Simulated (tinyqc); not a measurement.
Ground and coupling capacitance from two measurements.

Problem. A line has Cg to the planes and Cc to each of two neighbours. Find Cg, Cc, the load when both neighbours switch in antiphase, and the pulse on the line when it floats and both neighbours swing by Vx.

Parameters, values chosen for the exercise:
- Vx = 0.8 V (swing)

capacitance with neighbours driven alike and with neighbours grounded (aF/um): [96, 210]

Solution. Driven alike, Cc carries no charge, which leaves Cg; grounded neighbours give Cg + 2 Cc, antiphase Cg + 4 Cc; a floating line divides the swing as 2 Cc/(Cg + 2 Cc).

Cg = 96.0 aF/um
Cc = 57.0 aF/um
load in antiphase = 324 aF/um
pulse = 0.434 V

Numbers from tinyqc (`OMP_NUM_THREADS=1 python tinyqc.py 2790106 2790107 out.jsonl`; about 0.9 s on one thread of a shared Intel Xeon 2.30GHz).
